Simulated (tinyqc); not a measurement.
Spectral response: phonon-assisted absorption at an indirect gap.

alpha(E) = sum_j A_j [N_j (E - Eg + w_j)^2 + (N_j + 1)(E - Eg - w_j)^2], each bracket counted only where its base is positive; N_j = 1/(exp(w_j/kB T) - 1). The first term absorbs a phonon and the second emits one; excitons and direct transitions are left out.

Photodiode (Gaertner form with a dead layer): QE = (1 - R) exp(-alpha xj) [1 - exp(-alpha W)/(1 + alpha L)], R = ((nr - 1)/(nr + 1))^2; responsivity = QE/E in A/W for E in eV.

Constants: kB = 8.617333262e-05 eV/K.

Values chosen for the exercise (loosely those of GaP at room temperature; Eg is not tied to T; the results hold for these values, not for the real material): Eg = 2.291 eV (indirect gap, held fixed unless listed); w = (44.5, 12.8) meV (two zone-edge phonons); A = (5300, 890) 1/(cm eV^2) (their strengths); T = 300 K; nr = 3.41 (refractive index); xj = 0.22 micrometre (dead layer at the surface); W = 4.3 micrometre (depleted width); L = 3.1 micrometre (minority diffusion length below it).

Response:

| E (eV) | wavelength (nm) | alpha (1/cm) | 1/alpha (micrometre) | dead layer | collected | QE | A/W |
|---|---|---|---|---|---|---|---|
| 2.31 | 537 | 6.15 | 1.63e+03 | 1.000 | 0.005 | 0.003 | 0.001 |
| 2.35 | 528 | 25.7 | 388 | 0.999 | 0.019 | 0.013 | 0.006 |
| 2.41 | 514 | 117 | 85.8 | 0.997 | 0.082 | 0.057 | 0.024 |
| 2.49 | 498 | 364 | 27.5 | 0.992 | 0.231 | 0.161 | 0.065 |
| 2.59 | 479 | 876 | 11.4 | 0.981 | 0.460 | 0.317 | 0.122 |
| 2.74 | 452 | 2.07e+03 | 4.84 | 0.956 | 0.749 | 0.502 | 0.183 |
| 2.94 | 422 | 4.44e+03 | 2.25 | 0.907 | 0.938 | 0.596 | 0.203 |
| 3.19 | 389 | 8.68e+03 | 1.15 | 0.826 | 0.994 | 0.576 | 0.180 |
| 3.49 | 355 | 1.56e+04 | 0.640 | 0.709 | 1.000 | 0.497 | 0.142 |
| 3.89 | 319 | 2.81e+04 | 0.356 | 0.539 | 1.000 | 0.378 | 0.097 |

What can be read from this table?

QE is highest, 0.596, at 2.94 eV of those listed and the responsivity at 2.94 eV; reflection alone caps QE at 0.701. Near the gap weak absorption limits it (collected share 0.005); at the top the dead layer passes 0.539. Far above the gap the quadratic law and a constant index are only rough; in the real crystal direct transitions take over near 2.8 eV, so the rows above that understate alpha.

Program tinyqc; command `OMP_NUM_THREADS=1 python tinyqc.py 1682610 1682611 out.jsonl`; about 0.01 s on one thread of a shared Intel(R) Xeon(R) Processor @ 2.30GHz.
